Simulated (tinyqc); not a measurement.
Worked calculation: coherent transport through a tight-binding region between two chains. Computed by tinyqc, a small Python program that keeps every step. Settings: temperature = 300, mu = 0.13. Command: `OMP_NUM_THREADS=1 python tinyqc.py 25821 25822 out.jsonl` (the two numbers bound the seeds that draw the settings). One thread of a shared host (Intel(R) Xeon(R) Processor @ 2.60GHz), about 0.1 s of CPU time with the checks.

## Transmission at E = -0.05 eV

H of the central region (eV):
```
,1,2,3,4,5
1,0.000000,-1.570000,0.000000,0.000000,0.000000
2,-1.570000,0.000000,-0.650000,0.000000,0.000000
3,0.000000,-0.650000,0.000000,-1.570000,0.000000
4,0.000000,0.000000,-1.570000,0.000000,-0.420000
5,0.000000,0.000000,0.000000,-0.420000,0.000000
```

Leads: semi-infinite chains with site energy 0:
```
parameter,value
lead hopping t (eV),2.670000
coupling to the left lead (eV),1.360000
coupling to the right lead (eV),0.890000
left contact site,1
right contact site,5
```

E = -0.050000 eV

Surface Green function g = (E - i sqrt(4 t^2 - E^2)) / (2 t^2); self-energy tc^2 g on each contact site; G = (E - H - Sigma)^(-1); Gamma = -2 Im Sigma; T = Gamma_L Gamma_R |G_LR|^2; local density of states -Im G_ii / pi.

g = -0.003507-0.374515i 1/eV

G (1/eV):
```
,1,2,3,4,5
1,0.015910-0.039398i,0.620001-0.008112i,0.009263+0.094537i,-0.256393+0.006369i,-0.065150-0.352629i
2,0.620001-0.008112i,0.013605-0.273777i,0.041968-0.001467i,-0.004296+0.113300i,-0.157390+0.018972i
3,0.009263+0.094537i,0.041968-0.001467i,-0.019146-0.228455i,0.618958-0.006668i,0.145255+0.853194i
4,-0.256393+0.006369i,-0.004296+0.113300i,0.618958-0.006668i,0.021491-0.047120i,0.069787+0.019317i
5,-0.065150-0.352629i,-0.157390+0.018972i,0.145255+0.853194i,0.069787+0.019317i,-0.534669-3.187020i
```

local density of states (1/eV): 0.012541  0.087146  0.072720  0.014999  1.014460

transmission = 0.105699

## Transmission across the band

The same steps on a grid of energies.

T(E):
```
E (eV),T
-5.07300000,7.76e-09
-4.56570000,6.90e-08
-4.05840000,4.17e-07
-3.55110000,2.73e-06
-3.04380000,0.000024
-2.53650000,0.000418
-2.02920000,0.042402
-1.52190000,0.156931
-1.01460000,0.052006
-0.50730000,0.040834
0.00000000,0.108282
0.50730000,0.040834
1.01460000,0.052006
1.52190000,0.156931
2.02920000,0.042402
2.53650000,0.000418
3.04380000,0.000024
3.55110000,2.73e-06
4.05840000,4.17e-07
4.56570000,6.90e-08
5.07300000,7.76e-09
```

levels of the isolated region (eV): -1.947368  -1.317747  0.000000  1.317747  1.947368

## Current

I = (2e/h) int T(E) [f(E - mu - V/2) - f(E - mu + V/2)] dE at 300 K with mu = 0.13 eV, the bias not changing H; 2e^2/h = 77.48092 microsiemens; the integral runs over the band on 4001 points.

Current:
```
V (volt),I (microampere)
0.010000,0.071742
0.050000,0.358483
0.100000,0.715526
0.200000,1.419190
0.400000,2.738467
0.800000,4.787586
```
